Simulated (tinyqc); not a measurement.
Bulk transistor, scale length and short-channel effects: one step of the calculation.

A gate, an insulator of thickness ti and a depleted layer of depth ts on a conducting body. Below threshold the potential that source and drain add obeys Laplace's equation and vanishes on the gate and at the bottom of the depleted layer. Its lowest mode decays along the channel as exp(-k y); k is the smallest positive root of the matching condition at the interface, and the scale length is Lambda = pi/k.

Task. Decay constant by Newton steps. f(k) = eps_r sin(k ti) cos(k ts) + ei cos(k ti) sin(k ts); f' by a central difference with +/- 1e-5 1/nm; k(new) = k - f/f'.

Values chosen for this exercise; permittivities: semiconductor close to that of gallium nitride, insulator close to that of silicon nitride:
- eps_r = 9.43 (relative permittivity of the semiconductor)
- ei = 7.57 (relative permittivity of the insulator)
- ti = 3.6 nm (insulator thickness)
- ts = 26 nm (depletion depth)

k after iteration 1 = 0.10491408 1/nm

Find: f; f'; k after iteration 2.

Result.

f = -0.3545
f' = -236.8 nm
k after iteration 2 = 0.1034 1/nm

Program tinyqc, `OMP_NUM_THREADS=1 python tinyqc.py 2420048 2420049 out.jsonl`; Intel Xeon 2.30GHz, shared host, one thread, about 0.01 s.
